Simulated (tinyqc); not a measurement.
Gate sheet resistance from two finger widths.

Problem. At low frequency R = Rsh Wf/(3 L) + B/Wf, where B collects the channel and vertical terms. Find Rsh, B and the width of lowest R.

Parameters, values chosen for the exercise:

| symbol | value | unit | meaning |
|---|---|---|---|
| L | 0.39 | um | channel length |

input resistance of single fingers, contacted at one end, of width 0.69 and 5.7 um (ohm): 100.48807  51.527665

Solution. R Wf is a straight line in Wf^2; the minimum of R lies where both terms are equal.

Rsh = 8.20 ohm/square
B = 66.0 ohm um
width of lowest R = 3.07 um

Program tinyqc, `OMP_NUM_THREADS=1 python tinyqc.py 2262218 2262219 out.jsonl`; Intel Xeon 2.30GHz, shared host, one thread, about 0.01 s.
